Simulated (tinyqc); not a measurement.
FinFET, parasitic resistance, capacitance and delay: one step of the calculation.

Nf fins under one contact; each has gated perimeter p = 2 Hf + Wf and cross-section A = Hf Wf; contact width Wc = Nf pf, stack height Hs = Hf. Contact length Lc = CPP - Lg - 2 Lsp, shared by two neighbouring gates. Source and drain sides are equal. The formulas are first-order estimates, not field solutions.

Question. Fin currents at Vgs = Vdd, Vds = Vdd/2. One fin: I = p Q vx u/(1 + |u|^1.8)^(1/1.8), Q = Cinv n Vt ln(1 + exp((Vg' - VT + dl Vd')/(n Vt))), u = Vd' mu/(vx Lg), Vg' = Vgs - v, Vd' = Vds - 2 v, with the drop on each side v = Rc (sum of I) + Rx I. I(new) = I(out).

Parameters, values chosen for the exercise; values close to those of silicon logic devices:
- T = 300 K (temperature)
- Hf = 55 nm (fin height)
- Wf = 5 nm (fin width)
- Lg = 16 nm (gate length)
- Cinv = 2.4 uF/cm^2 (inversion capacitance)
- vx = 1.1e7 cm/s (injection velocity)
- mu = 150 cm^2/(V s) (apparent mobility)
- VT = 0.22 V (threshold at zero drain voltage)
- dl = 0.078 V/V (barrier lowering)
- n = 1.18 (subthreshold factor)
- Vdd = 0.75 V (supply voltage)

Constants: q = 1.602176634e-19 C, kB = 1.380649e-23 J/K, Vt = kB T/q. Results are converted to the units shown.

I at the start (uA): fin 1 0, fin 2 0
Rc = 92.517247 ohm
Rx = 187.63636 ohm

Find: drop v; I(out); I after iteration 1.

Answer.

drop v (mV): fin 1 0, fin 2 0
I(out) (uA): fin 1 159.2, fin 2 159.2
I after iteration 1 (uA): fin 1 159.2, fin 2 159.2

Computed by the program tinyqc: `OMP_NUM_THREADS=1 python tinyqc.py 2170143 2170144 out.jsonl`, one thread of a shared Intel Xeon 2.30GHz, about 0.04 s for the whole run.
